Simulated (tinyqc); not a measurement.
# Worked calculation: p-type polysilicon, carrier trapping at grain boundaries

Numbers from tinyqc (`OMP_NUM_THREADS=1 python tinyqc.py 2830303 2830304 out.jsonl`; about 0.01 s on one thread of a shared Intel Xeon 2.30GHz). Printed values are rounded.

One-dimensional grains of size Lg, uniform ionised doping N, monovalent traps Qt at each boundary at a depth Et below (for electrons) or above (for holes) the band edge there, abrupt depletion of width W on each side of a boundary, Boltzmann statistics. xi is the distance from the band edge at the grain centre to the Fermi level. Trapped charge Qt/(1 + exp((xi + VB - Et)/Vt)) = 2 N W, barrier VB = q N W^2/(2 eps0 eps_r).

Values chosen for this exercise; values of the order met in polycrystalline silicon: temperature T = 300 K; relative permittivity eps_r = 11.7; valence-band density of states at T NB = 2.65e19 cm^-3; grain size Lg = 110 nm; trap density of a grain boundary Qt = 1.6e12 cm^-2; depth of the trap level from the majority band edge at the boundary Et = 0.33 eV; mass for thermionic emission ms = 0.27 m0; correction factor of the emission rate fe = 1; mobility inside the grains mug = 76 cm^2/(V s); doping N = 6e17 cm^-3.

Constants: q = 1.602176634e-19 C, kB = 1.380649e-23 J/K, m0 = 9.1093837015e-31 kg, Vt = kB T/q, eps0 = 8.8541878128e-14 F/cm where lengths are in cm. Results are converted to the units shown.

## Starting value

W = 13 nm.

W at the start = 13 nm

## Iteration 1: new W

Partly depleted grain, xi = Vt ln(NB/N): f = 1/(1 + exp((xi + VB - Et)/Vt)), g = Qt f - 2 N W, g' = -2 Qt f (1 - f) VB/(W Vt) - 2 N, W(new) = W - g/g'.

VB = 0.0784122 V
f = 0.997385
g = 3.58160e10 cm^-2
g' = -1.21947e11 cm^-2/nm
W after iteration 1 = 13.2937 nm

## Iteration 2: new W

As before.

VB = 0.0819953 V
f = 0.996997
g = -4.82184e7 cm^-2
g' = -1.22286e11 cm^-2/nm
W after iteration 2 = 13.2933 nm

## Iteration 3: new W

As before.

VB = 0.0819904 V
f = 0.996998
g = -97.6318 cm^-2
g' = -1.22285e11 cm^-2/nm
W after iteration 3 = 13.2933 nm

## Course of the iteration

Stop when the step is below 1e-10 nm, or after 40 iterations.

Course of the iteration:
```
iteration  W before the step (nm)  step (nm)
1                              13      0.294
2                         13.2937   -3.94e-4
3                         13.2933  -7.98e-10
4                         13.2933          0
```

Converged in 4 iterations.

## Depletion width, Fermi level and barrier

If the trap equation with xi = Vt ln(NB/N) has a root W < Lg/2, the grain is partly depleted; otherwise W = Lg/2 and the trap equation gives xi = Et - VB + Vt ln(Qt/(N Lg) - 1). N* = Qt/Lg.

N* = 1.45455e17 cm^-3
W = 13.2933 nm
xi = 0.0979266 V
VB = 0.0819904 V
share of traps filled = 0.996998

N is 4.12 N*, and the grain is partly depleted; VB = 3.17 Vt.

## Resistivity and effective mobility

n0 = NB exp(-xi/Vt); mean density n0 (1 - 2 W/Lg) by charge balance in a partly depleted grain, and n0 (sqrt(pi)/2) erf(u)/u with u = sqrt(VB/Vt) in a fully depleted one; v = sqrt(kB T/(2 pi ms m0)); barrier resistivity Vt exp(VB/Vt)/(q fe n0 v Lg); grain resistivity (1 - 2 W/Lg)/(q n0 mug); effective mobility 1/(q mean density total resistivity).

n0 = 6e17 cm^-3
mean density = 4.54982e17 cm^-3
v = 5.17709e6 cm/s
barrier resistivity = 0.112598 ohm cm
grain resistivity = 0.103793 ohm cm
resistivity = 0.216391 ohm cm
effective mobility = 63.3951 cm^2/(V s)

The resistivity is 1.58 times that of a single crystal with the same N and mobility mug, and the mean density is 75.8 % of N.
